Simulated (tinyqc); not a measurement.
## Ideality, saturation current and resistance from three points

Inverse problem. Well above the saturation current a diode obeys V = n Vt ln(I/I0) + I Rs. Find n, Rs and I0.

Inputs (values chosen for the exercise):
- T = 293 K (temperature)

Constants: q = 1.602176634e-19 C, kB = 1.380649e-23 J/K, Vt = kB T/q. Results are converted to the units shown.

currents (A): [8e-6, 0.0002, 0.03]
voltages (V): [0.60409087, 0.73949012, 1.2747706]

Solution. V is linear in the three unknowns n Vt, Rs and -n Vt ln I0, so three points give a linear system.

n = 1.640
Rs = 11.00 ohm
I0 = 3.700e-12 A

tinyqc, about 0.01 s, one thread, Intel Xeon 2.30GHz (shared host): `OMP_NUM_THREADS=1 python tinyqc.py 2260019 2260020 out.jsonl`
